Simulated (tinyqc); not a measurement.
Inside a calculation: ellipsoidal valleys in the axes of a wafer and a channel. Values are carried at full precision from step to step, so a last printed digit may differ when a step is redone from the rounded ones.

Valleys with axes a along [111], [1-1-1], [-11-1] and [-1-11], one whole valley each; inverse mass tensor w = 1/mt + (1/ml - 1/mt) a a. Device axes: z = nz/|nz|, x = nx/|nx|, y = z cross x; in them a = (ax, ay, az). Confinement mass mz = 1/w_zz. In the plane w_ij is replaced by u_ij = w_ij - w_iz w_jz/w_zz (i, j = x, y); density-of-states mass md = 1/sqrt(det u); conductivity mass along x mc = 1/u_xx; ballistic transport mass mx = u_yy/det u, width mass my = 1/u_yy.

Constants: hbar^2/2m0 = 3.80998211 eV angstrom^2; kB = 8.617333262e-05 eV/K.

Inputs chosen for the exercise (near those of the L valleys of GaAs; the results hold for these values, not for the real material): ml = 1.964 m0 (longitudinal mass); mt = 0.076 m0 (transverse mass); nz = (1, 0, 0) (surface normal (confinement)); nx = (0, 1, 1) (channel direction); t = 5.1 nm (thickness of the film); T = 300 K (temperature).

## Device axes and valley axes

Give the rows x, y, z in cubic components and each valley axis in device components.

device axes, rows x, y, z; columns [100], [010], [001]:
$$\begin{pmatrix}
0.0000 & 0.7071 & 0.7071 \\
0.0000 & -0.7071 & 0.7071 \\
1.0000 & 0.0000 & 0.0000
\end{pmatrix}$$

valley axes, rows [111], [1-1-1], [-11-1], [-1-11]; columns ax, ay, az:
$$\begin{pmatrix}
0.81650 & 0.00000 & 0.57735 \\
-0.81650 & 0.00000 & 0.57735 \\
0.00000 & -0.81650 & -0.57735 \\
0.00000 & 0.81650 & -0.57735
\end{pmatrix}$$

## Tensors of the valley [1-1-1]

Form w and the reduced tensor u.

w (1/m0), rows x, y, z and columns alike:
$$\begin{pmatrix}
4.7254 & 0.0000 & 5.9627 \\
0.0000 & 13.1579 & 0.0000 \\
5.9627 & 0.0000 & 8.9417
\end{pmatrix}$$

u (1/m0), rows x, y and columns alike:
$$\begin{pmatrix}
0.7493 & 0.0000 \\
0.0000 & 13.1579
\end{pmatrix}$$

The axis is tilted against the normal, so w_xz or w_yz is not zero and the reduction changes the masses in the plane.

## Masses of all valleys

Give mz, md, mc, mx and my.

Masses (m0):
```
valley       mz      md      mc      mx      my
[111]    0.1118  0.3185  1.3347  1.3347  0.0760
[1-1-1]  0.1118  0.3185  1.3347  1.3347  0.0760
[-11-1]  0.1118  0.3185  0.0760  0.0760  1.3347
[-1-11]  0.1118  0.3185  0.0760  0.0760  1.3347
```

mz md^2 = ml mt^2 = 0.01134 for every valley, so a heavy confinement mass comes with a small density of states. On this face all axes make the same angle with the normal.

## Subbands and shares in a film

Hard walls: E_n = c (n pi/t)^2/mz, c = hbar^2/2m0, n = 1, 2, 3. Non-degenerate share of a valley proportional to md sum_n exp(-E_n/kT); mean 1/mc = sum of share/mc. 1 nm = 10 angstrom.

Give the ladders, the shares and the mean conductivity mass.

Subbands:
```
valley   E1 (meV)  E2 (meV)  E3 (meV)  share
[111]       129.3     517.1    1163.4  0.250
[1-1-1]     129.3     517.1    1163.4  0.250
[-11-1]     129.3     517.1    1163.4  0.250
[-1-11]     129.3     517.1    1163.4  0.250
```

mean mc = 0.1438 m0

The lowest ladder ([111], [1-1-1], [-11-1] and [-1-11]) holds 100 % of the electrons in these valleys: all valleys have the same mz and md on this face, though not always the same mc.

## Checks

- mz md^2 against ml mt^2: they agree to 1e-10 or better.
- mx my against md^2: they agree to 1e-10 or better.

Computed by tinyqc, a small Python program: `OMP_NUM_THREADS=1 python tinyqc.py 1880995 1880996 out.jsonl` (the numbers bound the seed that draws the inputs); one thread of a shared host (Intel(R) Xeon(R) Processor @ 2.30GHz), about 0.01 s for the whole set of steps.
